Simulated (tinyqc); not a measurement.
Thermal boundary conductance by the acoustic and diffuse mismatch models: one step, computed by the program tinyqc.

Each side has one longitudinal and two transverse Debye branches, omega = v q up to q_D = (6 pi^2 n)^(1/3), with n counting all atoms. Scattering at the interface is elastic. Electrons are left out of G, also for metals. Melting is ignored. G refers to the temperatures of the phonons sent towards the interface. Linear branches over all atoms overstate G at high T, most for crystals with several atoms a cell.

Question. Temperature rise through the stack. In series: Delta T = J (d_1/kappa_1 + R + d_2/kappa_2), with bulk conductivities in the layers and one-dimensional flow.

Inputs (values chosen for the exercise, modelled on tungsten (side 1) and lead (side 2)):
```
quantity              value     unit
conductivity kappa_1    171  W/(m K)
conductivity kappa_2   34.1  W/(m K)
temperature T            77        K
thickness d_1            13       nm
thickness d_2          1200       nm
heat flux J              25  kW/cm^2
```

Structure: film on a substrate.

boundary resistance R = 8.457069 m^2 K/GW

Give: temperature drops; total rise Delta T; interface share of film plus interface.

Answer.

temperature drops (K): film 0.019006, interface 2.1143, substrate 8.7977

total rise Delta T = 10.931 K

interface share of film plus interface = 0.99109

The substrate takes the largest drop, 80 % of the total. Caution: kappa_2 is of room-temperature size, so the Kapitza length is only nominal at this T. Caution: at this temperature short waves carry the heat; linear branches up to q_D overstate their velocity, and inelastic processes, left out here, grow with T. Caution: the conductivities are of room-temperature size; at this T real values can differ much and free paths can be long. Caution: R from emitted-phonon temperatures is too large for use in series with Fourier layers, by up to a factor of about 2. Caution: layers this thin are often below the phonon free path, where bulk conductivities and independent interfaces no longer hold.
